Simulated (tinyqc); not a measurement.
Worked calculation: thresholds of impact ionisation and Auger recombination from band masses. Values are carried at full precision from step to step, so a last printed digit may differ when a step is redone from the rounded ones.

Parabolic bands, no phonon. At threshold the three slow carriers share one velocity. With M their total mass and m4 the mass of the fast carrier, the fast carrier has the kinetic energy E_T = G M/(M - m4) and the slow ones together E_a = G m4/(M - m4), the activation energy of the Auger rate. CCCH (fast electron): G = Eg, M = 2 me + mh, m4 = me. CHHS (hole into the split-off band): G = Eg - Dso, M = 2 mh + me, m4 = ms; this form holds for Eg > Dso (below, the process needs about Dso - Eg and is marked by a dash). CHHL (hole into the light band): G = Eg, M = 2 mh + me, m4 = ml. CHHH (fast heavy hole): G = Eg, M = 2 mh + me, m4 = mh.

Constants: kB = 8.617333262e-05 eV/K; hbar^2/2m0 = 3.80998211 eV angstrom^2.

Parameters, chosen for this exercise (near those of CdTe, gap at low temperature and not tied to T; the results hold for these values, not for the real material):
- Eg = 1.634 eV (gap at Gamma to the s-like level)
- Dso = 0.901 eV (spin-orbit splitting)
- me = 0.0957 m0 (electron mass at Gamma)
- mh = 0.65 m0 (heavy-hole mass)
- ms = 0.293 m0 (split-off mass)
- ml = 0.1143 m0 (light-hole mass)
- T = 400 K (temperature)

## Thresholds of four processes

Give G, M, m4, E_T, E_a and E_a/kT.

Results:
```
process  G (eV)       M      m4  E_T (eV)  E_a (eV)  E_a/kT
CCCH     1.6340  0.8414  0.0957    1.8437    0.2097    6.08
CHHS     0.7330  1.3957  0.2930    0.9278    0.1948    5.65
CHHL     1.6340  1.3957  0.1143    1.7798    0.1458    4.23
CHHH     1.6340  1.3957  0.6500    3.0583    1.4243   41.32
```

The lowest activation energy is that of CHHL (146 meV), then CHHS (195 meV). At equal G a light fast carrier takes up the energy with little momentum, so little is asked of the slow ones; CHHH asks 0.87 Eg. For equal masses E_T would be 3/2 Eg; for electrons here it is 1.128 Eg.

## Momenta at the CCCH threshold

At the threshold of the parabolic CCCH process the fast electron has E_T = Eg M/(M - me), M = 2 me + mh, and the slow carriers E_a = E_T - Eg together. It has k4 = sqrt(me E_T/c), c = hbar^2/2m0; the slow carriers share k4 in proportion to their masses. Give the wave vectors and kinetic energies, and check that they add up to E_a.

k4 = 0.21520 1/angstrom

electron, electron, hole (1/angstrom): [0.02448, 0.02448, 0.16625]

their kinetic energies (meV): [23.85, 23.85, 162.00]

sum = 209.70 meV

The hole carries 77 % of the momentum and of the energy of the slow carriers.

## Non-parabolicity raises the threshold

Non-parabolic fast electron: E (1 + alpha E) = c k^2/me with alpha = (1 - me)^2/Eg; the slow carriers stay parabolic, so E_T = Eg + me E_T (1 + alpha E_T)/M, M = 2 me + mh (the root between Eg and 1.9 Eg).

Give alpha, E_T, E_a = E_T - Eg and k4.

alpha = 0.5005 1/eV
E_T = 2.1370 eV
E_a = 0.5030 eV
k4 = 0.33330 1/angstrom

E_a is 2.40 times the parabolic value, since an electron at E_T above the edge has 1 + alpha E_T = 2.07 times the squared momentum, and E_T itself is 1.16 times higher. In the real crystal the L valleys lie below this energy, so the fast electron may not stay in the Gamma valley.

## Temperature dependence

For non-degenerate carriers at fixed densities the Auger coefficient goes as exp(-E_a/kT), up to slowly varying powers of T. Give exp(-E_a/kT) for the parabolic and the non-parabolic CCCH value, and the characteristic temperature T0 = kT^2/E_a of each.

Boltzmann factors: [0.002280, 4.595e-07]

T0 (K): [66, 27]

Non-parabolicity lowers the factor by 5.0e+03 times; direct CCCH is then negligible, and processes with lower thresholds, or assisted by phonons or defects, take over.

## Checks

- Largest energy that an electron at k4 can give to a pair, by numerical search, against Eg (eV): both 1.6340.

Computed by tinyqc, a small Python program: `OMP_NUM_THREADS=1 python tinyqc.py 1880793 1880794 out.jsonl` (the numbers bound the seed that draws the inputs); one thread of a shared host (Intel(R) Xeon(R) Processor @ 2.30GHz), about 0.01 s for the whole set of steps.
